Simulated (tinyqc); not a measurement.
Input admittance of a MOSFET at zero drain bias: distributed channel and distributed gate: two steps of the calculation.

Source and drain grounded, strong inversion, w = 2 pi f, Cox = eps0 eox/tox. The channel is an RC line of resistance 1/(mu Cox Vo) per square fed from both ends, so one finger has the intrinsic admittance y = i w Cox L tanh(g)/g per width, g = (1/2) sqrt(i w tau), tau = L^2/(mu Vo). The vertical resistance rv/L is in series with y, the overlaps 2 i w Cov in parallel: y_t = 1/(1/y + rv/L) + 2 i w Cov. The gate strip is a line of Rsh/L per length loaded by y_t, so a finger has Y = y_t Wf tanh(k)/k, k = (Wf/sd) sqrt(y_t Rsh/L); the device has Nf Y.

Parameters, values chosen for the exercise; values of the order met in silicon radio-frequency transistors:
```
symbol,value,unit,meaning
eox,25.2,,relative permittivity of the gate insulator (close to zirconium oxide)
tox,20,nm,insulator thickness
L,1.9,um,channel length
Wf,5.1,um,finger width
Nf,16,,number of fingers
mu,210,cm^2/(V s),channel mobility
Vo,0.8,V,gate overdrive
Rsh,17,ohm/square,sheet resistance of the gate
rv,0,ohm um^2,vertical resistivity of the gate stack
sd,1,,number of ends at which a finger is contacted
Cov,0.33,fF/um,overlap and fringe capacitance on each side
f,1.2,GHz,frequency
```

Constants: eps0 = 8.8541878128e-14 F/cm where lengths are in cm. Results are converted to the units shown.

Question 1. Admittance of the channel and stack per width. tau, g, c = Cox L, y and y_t as defined.

Give: tau; g; c; y; y_t.

Answer 1.

tau = 214.88 ps
g = 0.45002+0.45002i
c = 21.197 fF/um
y = 21.02+156.42i uS/um
y_t = 21.02+161.39i uS/um

w tau = 1.62, and Im y is 0.979 of w c.

Question 2. Input impedance of the device. k and Y as defined; Z = 1/(Nf Y) = R + 1/(i w C); Q = |Im Z|/R; signal at the point farthest from a contact |1/cosh k|.

y_t = 21.01992+161.39295i uS/um

Give: k; Nf Y; R; C; Q; signal at the far point.

Answer 2.

k = 0.14623+0.12842i
Nf Y = 1.876+13.124i mS
R = 10.675 ohm
C = 1776.3 fF
Q = 6.9948
signal at the far point = 0.99744

Numbers from tinyqc (`OMP_NUM_THREADS=1 python tinyqc.py 2262208 2262209 out.jsonl`; about 0.01 s on one thread of a shared Intel Xeon 2.30GHz).
